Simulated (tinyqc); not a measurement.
# Inputs raised by 5 %, one at a time

Model: surface segregation during layer-by-layer epitaxy: two-layer exchange kinetics and the shape of quantum wells and delta layers. Computed by tinyqc, a small Python program. Command: `OMP_NUM_THREADS=1 python tinyqc.py 3004814 3004815 out.jsonl mbeseg sens`. One thread of a shared host (Intel(R) Xeon(R) Processor @ 2.30GHz), about 0.01 s of CPU time with the checks.

Atoms A and B exchange only between the growing layer and the one below it. B is supplied for N layers, then pure A follows.

Inputs (values chosen for the exercise, close to those used for antimony in silicon): barrier E1 for B to move up = 1.76 eV; segregation energy E_s = 0.55 eV; attempt frequency nu = 10 THz; growth rate G = 0.43 layers/s; share x0 of B in the flux during the well = 0.068; layers in the well N = 10; layer thickness = 1.36 angstrom; temperature T = 250 C.

Constants: k_B = 8.617333262e-05 eV/K.

Method:
- p1 = nu exp(-E1/(k_B T)) (B up, A down), p2 = nu exp(-(E1 + E_s)/(k_B T)) (B down); time per layer tau = 1/G; K = p1/p2.
- Temperatures in kelvin are T(C) + 273.15.
- Dilute equilibrium share passed up per layer R_eq = K/(1 + K).
- Each layer is deposited complete with B share x_dep and then exchanges for the time tau = 1/G with the layer below, whose share is b (total c = s + b fixed): ds/dt = p1 b (1 - s) - p2 s (1 - b), s(0) = x_dep. With the roots s1 < s2 of the right side, (s - s1)/(s - s2) = [(s(0) - s1)/(s(0) - s2)] exp(-(p1 - p2)(s2 - s1) tau). The lower layer is then buried with c - s, and s becomes the b of the next layer.
- In the dilute tail each layer passes up the share R = R_eq (1 - exp(-(p1 + p2) tau)); decay length = -layer thickness/ln R.
- Index 0 is the last layer of pure A below the well. Share of B outside the intended layers 1..N = 1 - (sum over 1..N)/(N x0).

Runs; columns: (1) input moved; (2) from; (3) to; (4) share passed up R; (5) decay length (angstrom); (6) peak share (largest buried share); (7) share of B outside the well:
```
(1)                                          (2)     (3)        (4)     (5)     (6)        (7)
base run                                       -       -  2.579e-04  0.1646  0.0680  2.580e-05
segregation energy E_s (eV)                 0.55  0.5775  2.579e-04  0.1646  0.0680  2.580e-05
attempt frequency nu (THz)                    10    10.5  2.708e-04  0.1656  0.0680  2.709e-05
growth rate G (layers/s)                    0.43  0.4515  2.456e-04  0.1636  0.0680  2.457e-05
share x0 of B in the flux during the well  0.068  0.0714  2.579e-04  0.1646  0.0714  2.580e-05
```

Exponents ln(y'/y) / ln(x'/x):
```
input                                      share passed up R  decay length  peak share (largest buried share)  share of B outside the well
segregation energy E_s                                     0         0.000                                  0                            0
attempt frequency nu                                       1         0.121                                  0                            1
growth rate G                                             -1        -0.121                                  0                           -1
share x0 of B in the flux during the well                  0         0.000                                  1                            0
```

Which inputs matter most for each result?

Among the inputs moved here: share passed up R answers most in size to attempt frequency nu (exponent +1.000), and about equally to growth rate G (-1.000); its exponent is below 0.0005 for segregation energy E_s, share x0 of B in the flux during the well. Its exponent +1.000 in attempt frequency nu: kinetic regime. Its exponent -1.000 in growth rate G: kinetic regime: R is about p1 tau. Decay length answers most in size to attempt frequency nu (exponent +0.121), and about equally to growth rate G (-0.121); its exponent is below 0.0005 for segregation energy E_s, share x0 of B in the flux during the well. Peak share (largest buried share) answers most in size to share x0 of B in the flux during the well (exponent +1.000); its exponent is below 0.0005 for segregation energy E_s, attempt frequency nu, growth rate G. Its exponent +1.000 in share x0 of B in the flux during the well: the peak share follows x0. Share of B outside the well answers most in size to attempt frequency nu (exponent +1.000), and about equally to growth rate G (-1.000); its exponent is below 0.0005 for segregation energy E_s, share x0 of B in the flux during the well.

Caution (all rows): a decay length below one layer thickness is only formal. Caution (all rows): two-layer exchange with complete layers is a simplification that can understate segregation at low temperature; desorption, step-edge exchange and surfactants are left out.

Extremes, crossings and ranges named in words are read from the listed rows.
